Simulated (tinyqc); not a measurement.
Worked calculation: nucleation and growth of vacancy voids in a cooling silicon-like crystal. Computed by tinyqc, a small Python program that keeps every step. Command: `OMP_NUM_THREADS=1 python tinyqc.py 3008316 3008317 out.jsonl voids walk`. One thread of a shared host (Intel(R) Xeon(R) Processor @ 2.30GHz), about 0.6 s of CPU time with the checks. Intermediate numbers are printed to about 5 digits and carried at full precision; extremes and crossings named in words are read from the listed rows.

Spherical voids; vacancies are lost only to voids.

Inputs (values chosen for the exercise, for a model crystal):

| quantity | value | unit |
|---|---|---|
| vacancy density at the melting point C_m | 6e+14 | 1/cm^3 |
| formation energy E_f | 4.06 | eV |
| melting point T_m | 1685 | K |
| diffusion prefactor D0 | 0.0008 | cm^2/s |
| migration energy E_m | 0.41 | eV |
| site density rho | 5e+22 | 1/cm^3 |
| void surface energy gamma | 0.832 | J/m^2 |
| cooling rate q | 10 | K/min |
| vacancy excess C0 | 2.4e+13 | 1/cm^3 |
| temperature of the worked step T | 1410 | K |
| temperature step | 0.125 | K |

Vacancy supply: given.

Constants: k_B = 8.617333262e-05 eV/K; k_B = 1.380649e-23 J/K; e = 1.602176634e-19 C.

## Vacancy excess

C = C0 as given.

initial excess C = 2.40e+13 1/cm^3

## Nucleation rate at T with the initial excess

C_e = C_m exp[-(E_f/k_B)(1/T - 1/T_m)]; D = D0 exp(-E_m/(k_B T)); f = k_B T ln(C/C_e); r* = 2 gamma/(rho f); W* = 16 pi gamma^3/(3 rho^2 f^2); Z = f/sqrt(12 pi W* k_B T); I = rho Z (4 pi r* D C) exp(-W*/(k_B T)).

C_e = 2.5691e+12 1/cm^3

D = 2.7392e-05 cm^2/s

driving force f = 0.27150 eV

critical radius r* = 0.76506 nm

W*/(k_B T) = 104.79

rate I = 3.4876e-22 1/(cm^3 s)

Cooling by 10 K multiplies I by 3.9e7: nucleation switches on within a narrow range of temperature.

## Cooling through the nucleation range

March down from 1500 K in steps dT, dt = dT/q, with values at the upper end of each step: a class of I dt voids is born with r*; then all classes grow by r^2 += 2 D (C - C_e) dt/rho; C falls by the vacancies added to voids. Stop at 1150 K. T_n is the T of the largest I, N the final count (classes under 1e-6 /cm^3 are dropped), and the mean radius the number average.

Rows around the peak of I:

| T (K) | C (1/cm^3) | C_e (1/cm^3) | I (1/(cm^3 s)) | voids (1/cm^3) | mean radius (nm) |
|---|---|---|---|---|---|
| 1375.125 | 2.4000e+13 | 1.1009e+12 | 2.2835e-02 | 1.5143e-01 | 3.748 |
| 1365.125 | 2.4000e+13 | 8.5652e+11 | 4.2617e+01 | 3.5069e+02 | 4.072 |
| 1355.125 | 2.3994e+13 | 6.6394e+11 | 1.9884e+04 | 2.0039e+05 | 4.403 |
| 1350.125 | 2.3892e+13 | 5.8373e+11 | 2.5701e+05 | 3.0027e+06 | 4.622 |
| 1347.125 | 2.3505e+13 | 5.4008e+11 | 7.7678e+05 | 1.1688e+07 | 4.931 |
| 1345.125 | 2.2805e+13 | 5.1272e+11 | 1.0132e+06 | 2.2755e+07 | 5.390 |
| 1343.125 | 2.1548e+13 | 4.8666e+11 | 7.1282e+05 | 3.3723e+07 | 6.194 |
| 1341.125 | 1.9783e+13 | 4.6186e+11 | 2.5220e+05 | 3.9516e+07 | 7.309 |
| 1339.125 | 1.7744e+13 | 4.3825e+11 | 4.8463e+04 | 4.1144e+07 | 8.483 |
| 1336.125 | 1.4630e+13 | 4.0496e+11 | 1.5650e+03 | 4.1428e+07 | 9.929 |
| 1333.125 | 1.1780e+13 | 3.7407e+11 | 1.7490e+01 | 4.1435e+07 | 10.961 |

temperature of peak nucleation T_n = 1345.125 K

void density N = 4.1435e+07 1/cm^3

mean radius = 13.913 nm

vacancies left at 1150 K = 2.9937e+09 1/cm^3

I rises as supersaturation builds and collapses once the first voids have drawn C down by 5 % at the peak. Nearly all the excess then goes into these voids: [3 C/(4 pi rho N)]^(1/3) = 14.0 nm.

## Cooling rate

The formulas are those given above.

At fixed C:

| q (K/min) | T_n (K) | N (1/cm^3) | mean radius (nm) |
|---|---|---|---|
| 1.0 | 1355.875 | 1.4005e+06 | 43.110 |
| 2.5 | 1351.875 | 5.3973e+06 | 27.479 |
| 5.0 | 1348.625 | 1.4963e+07 | 19.550 |
| 10.0 | 1345.125 | 4.1435e+07 | 13.913 |
| 20.0 | 1341.500 | 1.1452e+08 | 9.908 |
| 40.0 | 1337.625 | 3.1555e+08 | 7.062 |
| 100.0 | 1332.125 | 1.1951e+09 | 4.527 |

Over the rows N goes as q^1.47 and the radius as q^-0.49, near the 3/2 and -1/2 of the scaling argument (depletion time 1/(4 pi N r D) equal to the time in the nucleation range, at fixed N r^3). T_n drops only 24 K for a factor 100 in q. Fast cooling gives many small voids, which an anneal can dissolve.

## Vacancy excess varied

The formulas are those given above.

At fixed q:

| C (1/cm^3) | T_n (K) | N (1/cm^3) | mean radius (nm) |
|---|---|---|---|
| 9.60e+12 | 1300.750 | 7.9965e+07 | 8.224 |
| 1.40e+13 | 1318.750 | 6.1036e+07 | 10.210 |
| 2.40e+13 | 1345.125 | 4.1435e+07 | 13.913 |
| 3.80e+13 | 1368.375 | 2.9760e+07 | 18.118 |
| 6.00e+13 | 1392.000 | 2.1410e+07 | 23.558 |

More vacancies nucleate earlier (T_n rises by 91 K) and give fewer, larger voids: N goes as C^-0.72 and the radius as C^0.57, steeper than the -1/2 and +1/2 of the scaling argument at fixed D, because D rises with T_n.

Checks made by the program: Z against the curvature of W(n) (relative difference below 1e-10); N against a run with half the step (relative difference 1e-03).
